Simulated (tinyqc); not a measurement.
A transmission-line measurement read back: specific resistance of a metal-semiconductor contact and its transmission-line measurement. Computed by tinyqc, a small Python program. Command: `OMP_NUM_THREADS=1 python tinyqc.py 3026194 3026195 out.jsonl contact walk`. One thread of a shared host (Intel(R) Xeon(R) Processor @ 2.30GHz), about 0.01 s of CPU time with the checks.

The barrier is parabolic (depletion approximation), energies E are normal energies counted from the band edge in the neutral semiconductor (downwards for holes), and the bias is zero. xi is an input, held fixed when other inputs move.

Inputs (values chosen for the exercise, modelled on n-type GaN): tunnelling mass m = 0.2 m_0; permittivity eps = 9.7; Richardson constant A* = 26.8 A/(cm^2 K^2); barrier height phi_B = 0.83 eV; doping N = 5.5e+19 1/cm^3; Fermi level above the band edge in the bulk, xi = 0.24 eV; temperature T = 77 K; sheet resistance R_sh = 350 ohm; contact length d = 3.2 micrometre; contact width W = 38 micrometre.

Image-force lowering: included.

Constants: hbar = 1.054571817e-34 J s; eps_0 = 8.8541878128e-12 F/m; m_0 = 9.1093837015e-31 kg; k_B = 8.617333262e-05 eV/K; e = 1.602176634e-19 C.

Method:
- E_00 = (e hbar/2) sqrt(N/(eps eps_0 m)); band bending E_b = phi_B + xi; depletion width w = sqrt(2 eps eps_0 E_b/(e^2 N)). Image lowering d_phi = (e^3 N E_b/(8 pi^2 (eps eps_0)^3))^(1/4) (E_b in volts), and E_b - d_phi replaces E_b everywhere except in w.
- WKB transmission for E < E_b, with a = E/E_b: D = exp{-(E_b/E_00) [sqrt(1 - a) - a ln((1 + sqrt(1 - a))/sqrt(a))]}; D = 1 above.
- At zero bias 1/rho_c = (e A*/k_B^2) int D(E) f(E) dE, f = 1/(1 + exp((E - xi)/k_B T)); 200 Gauss-Legendre points from 0 to E_b, and k_B T ln(1 + exp((xi - E_b)/k_B T)) for the part above the barrier; the share of tunnelling is the part below.
- Transmission-line model: transfer length L_T = sqrt(rho_c/R_sh); R_c = (R_sh L_T/W) coth(d/L_T). Limits: rho_c/(W d) for d << L_T, sqrt(rho_c R_sh)/W for d >> L_T.
- Transmission-line model: transfer length L_T = sqrt(rho_c/R_sh); R_c = (R_sh L_T/W) coth(d/L_T). Two contacts a gap s apart give R = 2 R_c + R_sh s/W. A straight-line fit gives R_sh from the slope and R_c from the intercept; the simple reading takes L_x = R_c W/R_sh as the transfer length and rho_c = R_sh L_x^2.

R_c W = 82.1518 ohm micrometre

contact resistance R_c = 2.16189 ohm

specific contact resistance rho_c = 1.92826e-07 ohm cm^2

Resistances:
```
gap s (micrometre)  R (ohm)
0.23                  6.442
0.47                  8.653
0.94                 12.982
1.90                 21.824
3.80                 39.324
```

L_x = 0.23472 micrometre

rho_c by the simple reading = 1.9283e-07 ohm cm^2

simple reading over true value = 1

What follows from these numbers?

The simple reading is right, since coth(d/L_T) is 1 for so long a contact.
